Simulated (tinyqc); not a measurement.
Inside a calculation: optical gain and spontaneous emission in a bulk direct-gap semiconductor. Values are carried at full precision from step to step, so a last printed digit may differ when a step is redone from the rounded ones.

F_j(eta) = (1/Gamma(j + 1)) integral_0^infinity x^j dx/(1 + exp(x - eta)), which tends to exp(eta) for eta << 0.

Quasi-Fermi levels: n = Nc F_1/2(Fc/kT) and p = Nv F_1/2(Fv/kT), Fc counted up from the conduction edge and Fv down from the valence edge; Nc, Nv from N = 2 (m kB T/(4 pi c))^(3/2) with c = hbar^2/2m0, in 1/angstrom^3; times 1e24 for 1/cm^3, with me and (mhh^(3/2) + mlh^(3/2))^(2/3).

Constants: hbar^2/2m0 = 3.80998211 eV angstrom^2; kB = 8.617333262e-05 eV/K; fine-structure constant alpha = 0.007297352564; hbar = 6.58211957e-16 eV s; hbar c = 1973.269805 eV angstrom.

Inputs chosen for the exercise (near those of GaAs; the results hold for these values, not for the real material):
```
symbol  value    unit    meaning
me      0.0654   m0      electron mass
mhh     0.518    m0      heavy-hole mass
mlh     0.0803   m0      light-hole mass
n       3.8e+18  1/cm^3  injected density, n = p
T       350      K
Eg      1.459    eV      direct gap
Ep      25.5     eV      Kane energy
nr      3.62             refractive index
E       1.5      eV      photon energy
```

## Quasi-Fermi levels

Solve for Fc and Fv.

kT = 0.030161 eV
Nc = 5.289e+17 1/cm^3
Nv = 1.251e+19 1/cm^3
Fc = 0.1297 eV
Fv = -0.0327 eV
Fc + Fv = 0.0970 eV

The separation of the quasi-Fermi levels exceeds the gap, so photons between Eg and Eg + (Fc + Fv) see gain. The quasi-Fermi level of the electrons lies inside the band, that of the holes in the gap.

## Absorption of the empty crystal

Parabolic bands, vertical transitions, no excitons. For each hole band j: mr = me mj/(me + mj); joint density of states J_j(E) = (mr/c)^(3/2) sqrt(E - Eg)/(2 pi^2), both spins, c = hbar^2/2m0; averaged matrix element |e.p|^2 = m0 Ep/6; alpha_j(E) = 4 pi^2 alpha_f c Ep J_j/(3 nr E) in 1/angstrom (alpha_f the fine-structure constant, listed as alpha among the constants), times 1e8 for 1/cm.

Evaluate at E for heavy and light holes.

mr, J and alpha of each hole band:
```
hole   mr (m0)  J (1/(eV angstrom^3))  alpha (1/cm)
heavy  0.05807              1.930e-05        3316.3
light  0.03604              9.439e-06        1621.8
```

The heavy-hole band gives 67 % of the total, 4938 1/cm.

## Occupations and gain at E

For band j the electron sits at Ee = (E - Eg) mr/me above its edge and the hole at Eh = (E - Eg) mr/mj; fe = 1/(1 + exp((Ee - Fc)/kT)), fh = 1/(1 + exp((Eh - Fv)/kT)); gain g = sum_j alpha_j (fe + fh - 1).

Use mr and alpha from the table.

Energies, occupations and gain of each hole band:
```
hole   Ee (eV)  Eh (eV)     fe     fh  g (1/cm)
heavy   0.0364   0.0046  0.957  0.225       602
light   0.0226   0.0184  0.972  0.155       206
```

total gain = 809 1/cm

E - Eg = 0.0410 eV is below Fc + Fv = 0.0970 eV, so both bands give gain (Bernard-Duraffourg).

## Spontaneous emission

Spontaneous rate: R = integral of (nr E/(hbar c))^2/(pi^2 hbar) sum_j alpha_j fe fh dE, with alpha in 1/cm and (nr E/(hbar c))^2 in 1/cm^2 (1e16 per 1/angstrom^2); B = R/(n p); lifetime n/R.

Integrate over photon energy.

R = 1.86e+27 1/(cm^3 s)
B = 1.29e-10 cm^3/s
radiative lifetime = 2.04 ns

## Checks

- B at n = 1e13 1/cm^3 against the van Roosbroeck-Shockley value from alpha and ni^2 (cm^3/s): both 2.00e-10.

Computed by tinyqc, a small Python program: `OMP_NUM_THREADS=1 python tinyqc.py 1680911 1680912 out.jsonl` (the numbers bound the seed that draws the inputs); one thread of a shared host (Intel(R) Xeon(R) Processor @ 2.30GHz), about 0.08 s for the whole set of steps.
